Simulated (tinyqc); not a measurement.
Inside a calculation. Model: tunnelling through a gate dielectric, WKB transmission and Tsu-Esaki current.

Program tinyqc, `OMP_NUM_THREADS=1 python tinyqc.py 2540174 2540175 out.jsonl`; Intel Xeon 2.30GHz, shared host, one thread, about 0.03 s. Printed values are rounded.

Electrons leave the emitter at x = 0. Energies E (motion across the layers) are in eV from the emitter Fermi level; the collector Fermi level lies at -V and offers states at every E. No charge in the dielectric and no image force: F1 = V/t1, U = phi1 - F1 x. With C = hbar^2/(2 m0), kappa = sqrt(m (U - E)/C) where U > E and 0 elsewhere; T(E) = exp(-S), S = 2 times the integral of kappa over x.

Values chosen for this exercise; dielectric values close to those of hafnium oxide:
```
symbol  value  unit                                                        meaning
T         300     K                                                    temperature
Ef       0.25    eV              Fermi energy of the emitter above its band bottom
me          1    m0                            emitter mass in the supply function
phi1     1.51    eV  barrier of layer 1 above the emitter Fermi level at zero bias
m1       0.19    m0                                     tunnelling mass of layer 1
t1        5.4    nm                                           thickness of layer 1
V         2.8     V                                  voltage across the dielectric
E           0    eV                                energy of the electron followed
nc          7                                                  cells in each layer
Ea      -0.25    eV                                   lower end of the energy grid
Eb       0.32    eV                                   upper end of the energy grid
nE          9                                            points of the energy grid
```

Constants: q = 1.602176634e-19 C, kB = 1.380649e-23 J/K, hbar = 1.054571817e-34 J s, m0 = 9.1093837015e-31 kg, Vt = kB T/q, hbar^2/(2 m0) = 0.0380998212 eV nm^2. Results are converted to the units shown.

## Fields and band edges

F1 = V/t1, U = phi1 - F1 x.

F1 = 5.18519 MV/cm
U at x = t1 = -1.29 eV

## WKB exponent by the midpoint rule

Cut each layer into nc equal cells, take U and kappa at the cell centres, and sum S = 2 sum kappa h.

```
cell	x (nm)	U (eV)	kappa (1/nm)
0	0.38571	1.31000	2.55594
1	1.15714	0.91000	2.13028
2	1.92857	0.51000	1.59478
3	2.70000	0.11000	0.74065
4	3.47143	-0.29000	0.00000
5	4.24286	-0.69000	0.00000
6	5.01429	-1.09000	0.00000
```

S = 10.8334
T(E) = 1.97295e-5

## WKB exponent in closed form

Each layer adds (2/F) sqrt(m/C) [G(u at its left edge) - G(u at its right edge)] to S, with u = U - E (0 where negative) and G(u) = (2/3) u^1.5. The slope follows from 1/d = -dS/dE.

S = 10.6550
T(E) = 2.35816e-5
energy d over which T(E) grows by a factor e = 0.094478 eV

The midpoint rule gives S = 10.833, so its T(E) is 16 % below this value. The band edge of layer 1 drops below E inside the layer: the barrier there is triangular (the Fowler-Nordheim case).

## Current density on a coarse energy grid

J = J0 times the integral of T(E) N(E) dE, N = ln[(1 + exp(-E/Vt))/(1 + exp((-E - V)/Vt))], J0 = q^2 me m0 kB T/(2 pi^2 hbar^3) (times 1e-4 for A/cm^2 per eV), by Simpson's rule on nE equally spaced points from Ea to Eb.

```
point	E (eV)	T(E)	N	T(E) N
0	-0.250000	1.50331e-6	9.67049	1.45378e-5
1	-0.178750	3.36544e-6	6.91535	2.32732e-5
2	-0.107500	7.40843e-6	4.17380	3.09213e-5
3	-0.036250	1.60304e-5	1.62219	2.60044e-5
4	0.035000	3.40820e-5	0.229715	7.82915e-6
5	0.106250	7.11683e-5	0.0162757	1.15831e-6
6	0.177500	1.45892e-4	0.00104209	1.52033e-7
7	0.248750	2.93462e-4	6.62475e-5	1.94411e-8
8	0.320000	5.78913e-4	4.20955e-6	2.43696e-9
```

J0 = 4.18366e8 A/(cm^2 eV)
J = 2922.89 A/cm^2

The integrand peaks at E = -0.107 eV among these points. A converged quadrature from -Ef to above the barrier gives 2899 A/cm^2; this grid is 0.83 % above that.
